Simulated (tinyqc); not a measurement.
# MESFET, gradual channel with velocity saturation: several studies

A uniformly doped n-type channel, depleted from the top by a Schottky gate; at channel potential V the depleted share of a is u = sqrt((Vbi - Vg + V)/Vp), s at the source. Electrons drift with v = mu E/(1 + mu E/vsat). Abrupt depletion edge, no series resistance, source at 0.

Values chosen for this exercise; material values close to those of indium phosphide: temperature T = 293 K; relative permittivity of the semiconductor eps_r = 12.3; conduction-band density of states at T Nc = 5.56e17 cm^-3; donor density of the channel Nd = 2.2e17 cm^-3; channel thickness a = 140 nm; low-field mobility at this doping mu = 2000 cm^2/(V s); saturation velocity vsat = 1.4e7 cm/s; gate length L = 10 um; gate width W = 50 um; Schottky barrier phiB = 0.76 V; gate voltage Vg = -0.3 V.

Constants: q = 1.602176634e-19 C, kB = 1.380649e-23 J/K, Vt = kB T/q, eps0 = 8.8541878128e-14 F/cm where lengths are in cm. Results are converted to the units shown.

Each table varies one quantity; the others keep the values above.

## Effect of the saturation velocity on saturation

Vbi = phiB - Vt ln(Nc/Nd); Vp = q Nd a^2/(2 eps0 eps_r); G0 = q mu Nd a W/L; Z = mu Vp/(vsat L); s = sqrt((Vbi - Vg)/Vp). I = (G0 Vp/3) F/(1 + Z (u^2 - s^2)), F = 3 (u^2 - s^2) - 2 (u^3 - s^3), with u at V = Vd; Z = 0 gives constant mobility, for which u stops at 1. The current peaks at u = um, the root of (1 - u)(1 + Z (u^2 - s^2)) = Z F/3; beyond Vdsat = Vp (um^2 - s^2) it is held at that value. gm = G0 (um - s)/(1 + Z (um^2 - s^2)).

The same in every row: Isat for Z = 0 (mA) = 2.0515.

Result of one run:
```
vsat (cm/s),Z,um,Vdsat (V),Isat (mA),gm (mS)
5e7,0.12687,0.98465,2.0386,1.8935,1.8843
```

What becomes of these results when the saturation velocity vsat is changed from 5e7 to 4.8e6 cm/s, all else the same?

Result of the changed run:
```
vsat (cm/s),Z,um,Vdsat (V),Isat (mA),gm (mS)
4.8e6,1.3216,0.90181,1.5429,1.1629,0.99161
```

The whole series:
```
vsat (cm/s),Z,um,Vdsat (V),Isat (mA),gm (mS)
3e6,2.1145,0.87194,1.3748,0.94793,0.77310
4.8e6,1.3216,0.90181,1.5429,1.1629,0.99161
7.7e6,0.82384,0.92785,1.6940,1.3708,1.2205
1.2e7,0.52863,0.94785,1.8130,1.5439,1.4256
2e7,0.31718,0.96543,1.9197,1.7058,1.6301
3.1e7,0.20463,0.97633,1.9868,1.8108,1.7699
5e7,0.12687,0.98465,2.0386,1.8935,1.8843
```

As vsat goes from 3e6 to 5e7 cm/s, Vdsat rises from 1.37 to 2.04 V, Isat rises from 0.948 to 1.89 mA and gm rises from 0.773 to 1.88 mS. Isat is 0.462 of the constant-mobility value in the first row and 0.923 in the last. In every row Nd is not small against Nc, so the Boltzmann form of Vbi is rough.

## Effect of the channel thickness on saturation

Same model as above.

Result of one run:
```
a (nm),Z,um,Vdsat (V),Isat (mA),Isat for Z = 0 (mA),gm (mS)
230,1.2229,0.84490,5.0744,8.8019,16.680,2.3355
```

What becomes of these results when the channel thickness a is changed from 230 to 130 nm, all else the same?

Result of the changed run:
```
a (nm),Z,um,Vdsat (V),Isat (mA),Isat for Z = 0 (mA),gm (mS)
130,0.39070,0.96508,1.5106,1.1202,1.3769,1.3169
```

The whole series:
```
a (nm),Z,um,Vdsat (V),Isat (mA),Isat for Z = 0 (mA),gm (mS)
88,0.17903,0.99866,0.21324,0.029033,0.029924,0.26843
110,0.27973,0.98493,0.86294,0.40895,0.46107,0.88828
130,0.39070,0.96508,1.5106,1.1202,1.3769,1.3169
160,0.59182,0.92975,2.5445,2.7734,3.8914,1.7766
190,0.83456,0.89270,3.6190,5.0300,8.0487,2.0814
230,1.2229,0.84490,5.0744,8.8019,16.680,2.3355
280,1.8125,0.79045,6.8906,14.477,33.457,2.5097
```

As a goes from 88 to 280 nm, Vdsat rises from 0.213 to 6.89 V, Isat rises from 0.0290 to 14.5 mA and gm rises from 0.268 to 2.51 mS. Isat is 0.970 of the constant-mobility value in the first row and 0.433 in the last. At a = 88 nm the open channel at the source, (1 - s) a, is under two Debye lengths, so the abrupt edge is rough. In every row Nd is not small against Nc, so the Boltzmann form of Vbi is rough.

## Effect of the gate voltage on saturation

Same model as above.

The same in every row: Z = 0.45311.

Effect of the gate voltage on saturation:
```
Vg (V),um,Vdsat (V),Isat (mA),Isat for Z = 0 (mA),gm (mS)
-2.1,0.99877,0.32741,0.042495,0.044506,0.25026
-1.75,0.99499,0.65347,0.17323,0.18979,0.49451
-1.4,0.98878,0.96444,0.38749,0.44283,0.72880
-1.05,0.98023,1.2610,0.68308,0.81218,0.96052
-0.7,0.96930,1.5434,1.0605,1.3088,1.1980
-0.35,0.95589,1.8116,1.5237,1.9476,1.4528
0,0.93974,2.0644,2.0817,2.7502,1.7447
```

What does the table show?

As Vg goes from -2.1 to 0 V, Vdsat rises from 0.327 to 2.06 V, Isat rises from 0.0425 to 2.08 mA and gm rises from 0.250 to 1.74 mS. Isat is 0.955 of the constant-mobility value in the first row and 0.757 in the last. For Vg = -2.1 to -1.75 V the open channel at the source, (1 - s) a, is under two Debye lengths, so the abrupt edge is rough. In every row Nd is not small against Nc, so the Boltzmann form of Vbi is rough.

tinyqc, about 0.07 s, one thread, Intel Xeon 2.30GHz (shared host): `OMP_NUM_THREADS=1 python tinyqc.py 2500117 2500118 out.jsonl`
